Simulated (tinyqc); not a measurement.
# Worked calculation: front-illuminated p-i-n photodiode, quantum efficiency and bandwidth

Computed by the program tinyqc: `OMP_NUM_THREADS=1 python tinyqc.py 2250125 2250126 out.jsonl`, one thread of a shared Intel Xeon 2.30GHz, about 0.01 s for the whole run. Printed values are rounded.

Light enters through a p layer (0 to xp), a depleted layer (xp to xp + wi) and a thick n substrate, decaying as exp(-al x); one pass, no back reflection. Carriers made in the depleted layer are all collected; those in the neutral layers diffuse.

Inputs (values chosen for the exercise); values close to those of germanium at this wavelength:
- lam = 1310 nm (wavelength)
- al = 6810 1/cm (absorption coefficient)
- Rf = 0.05 (reflectance of the front face)
- eps_r = 16.7 (relative permittivity)
- xp = 0.61 um (thickness of the front p layer)
- wi = 1.7 um (thickness of the depleted layer)
- Dn = 35 cm^2/s (electron diffusion coefficient in the p layer)
- Ln = 1 um (electron diffusion length in the p layer)
- S = 7e6 cm/s (recombination velocity of the front surface)
- Lp = 3.2 um (hole diffusion length in the thick n substrate)
- ve = 5.76e6 cm/s (electron drift velocity)
- vh = 4.16e6 cm/s (hole drift velocity)
- dia = 170 um (diameter)
- RL = 50 ohm (load resistance)
- Cp = 10 fF (parasitic capacitance)
- f = 15 GHz (modulation frequency)

Constants: q = 1.602176634e-19 C, h = 6.62607015e-34 J s, c = 299792458 m/s, eps0 = 8.8541878128e-14 F/cm where lengths are in cm. Results are converted to the units shown.

## Quantum efficiency

k = al Ln, s = S Ln/Dn, e = exp(-al xp); front layer f1 = (k/(k^2 - 1)) {[s + k - e (s cosh(xp/Ln) + sinh(xp/Ln))]/[s sinh(xp/Ln) + cosh(xp/Ln)] - k e}; depleted layer f2 = e (1 - exp(-al wi)); substrate f3 = e exp(-al wi) al Lp/(1 + al Lp); external efficiency (1 - Rf)(f1 + f2 + f3); responsivity = efficiency q lam/(h c).

s = 20
f1 = 0.165703
f2 = 0.452670
f3 = 0.142163
external efficiency = 0.722510
responsivity = 0.763394 A/W

The front layer absorbs 34.0 % of the light that enters and collects 48.7 % of that. Diffusion from the neutral layers makes up 40.5 % of the current.

## Response at one frequency

Drift response for pairs made in the depleted layer, a = al wi, g = 1 - exp(-a), u = 2 pi i f, te = wi/ve, th = wi/vh: electrons He = [g - a (exp(-a) - exp(-u te))/(u te - a)]/(u te g), holes Hh = [g - a (1 - exp(-a - u th))/(a + u th)]/(u th g); C = eps0 eps_r pi (dia/2)^2/wi + Cp; total |He + Hh|/sqrt(1 + (2 pi f RL C)^2), for the current of the depleted layer alone.

te = 29.5139 ps
th = 40.8654 ps
He = 0.259740-0.390753i
Hh = 0.135669-0.242165i
|He + Hh| = 0.746280
C = 1984.26 fF
total response = 0.0793584

The drift response alone falls to 1/sqrt(2) at 16.3 GHz and the RC term alone at 1.60 GHz; together they give 1.59 GHz for this part of the current; the diffusion currents, left out, respond on their own time scales.
